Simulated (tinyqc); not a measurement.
# Hot electrons in a saturated n-channel MOSFET, lucky-electron model: effect of the gate voltage

Beyond pinch-off the lateral field grows as Esat cosh(y/l) over the velocity-saturated region (pseudo-two-dimensional model). Impact ionisation in this region gives the substrate current, which biases the body forward through Rsub. Currents are per width. Local-field laws: they overstate ionisation when the field peak is narrower than an energy relaxation length.

Cox = 3.9 eps0/tox, l = sqrt(3 tox xj), Esat = 2 vs/mu. Overdrive g = Vg - VT + kb Vb; Vdsat = g Esat L/(g + Esat L); Id = Cox vs (g - Vdsat); dV = Vd - Id Rd - Vdsat; Em = sqrt((dV/l)^2 + Esat^2); Isub = Id (Ai/Bi) l Em exp(-Bi/Em). Vb = Rsub Isub is solved self-consistently. Lifetime tau = (Hl/Id)(Isub/Id)^(-m); 1 year = 3.15576e7 s.

Values chosen for this exercise; values close to those of silicon n-channel devices:
- L = 0.35 um (channel length)
- tox = 8.9 nm (oxide thickness)
- xj = 120 nm (junction depth)
- VT = 0.46 V (threshold)
- mu = 420 cm^2/(V s) (effective mobility)
- vs = 9.7e6 cm/s (saturation velocity)
- Ai = 2e6 1/cm (ionisation prefactor)
- Bi = 1.76 MV/cm (ionisation field)
- Rd = 400 ohm um (resistance of the lightly doped drain)
- Rsub = 4200 ohm um (substrate resistance)
- kb = 0.46 (fall of VT per volt of forward body bias)
- m = 3 (lifetime exponent)
- Hl = 2000 s uA/um (lifetime constant)
- Vd = 2.5 V (drain voltage)

Constants: eps0 = 8.8541878128e-14 F/cm where lengths are in cm. Results are converted to the units shown.

Results:

| Vg (V) | Id (uA/um) | Em (MV/cm) | Isub (uA/um) | Isub/Id | tau (years) |
|---|---|---|---|---|---|
| 0.61 | 4.816 | 0.4196 | 0.1959 | 0.04068 | 0.1954 |
| 0.85 | 28.72 | 0.3867 | 0.7542 | 0.02626 | 0.1219 |
| 1.08 | 65.08 | 0.3607 | 1.147 | 0.01763 | 0.1778 |
| 1.32 | 112.9 | 0.3375 | 1.333 | 0.01180 | 0.3417 |
| 1.56 | 168.3 | 0.3173 | 1.341 | 0.007967 | 0.7448 |
| 2.03 | 291.7 | 0.2840 | 1.085 | 0.003720 | 4.220 |
| 2.26 | 357.4 | 0.2699 | 0.9124 | 0.002553 | 10.66 |
| 2.5 | 428.8 | 0.2562 | 0.7335 | 0.001711 | 29.52 |

Estimate the missing row, Vg = 1.79 V.

Computed row:

| Vg (V) | Id (uA/um) | Em (MV/cm) | Isub (uA/um) | Isub/Id | tau (years) |
|---|---|---|---|---|---|
| 1.79 | 226.6 | 0.3002 | 1.244 | 0.005489 | 1.691 |

With this row back in the table: As Vg goes from 0.61 to 2.5 V, Em falls from 0.420 to 0.256 MV/cm, Isub goes from 0.196 through a maximum of 1.34 (at Vg = 1.56 V among the rows listed) to 0.734 uA/um and tau goes from 0.195 through a minimum of 0.122 (at Vg = 0.85 V among the rows listed) to 29.5 years. Id grows with Vg while the rising Vdsat lowers the field, hence the bell shape; the peak row has Vg/Vd = 0.62.

Computed by the program tinyqc: `OMP_NUM_THREADS=1 python tinyqc.py 2550084 2550085 out.jsonl`, one thread of a shared Intel Xeon 2.30GHz, about 0.01 s for the whole run.
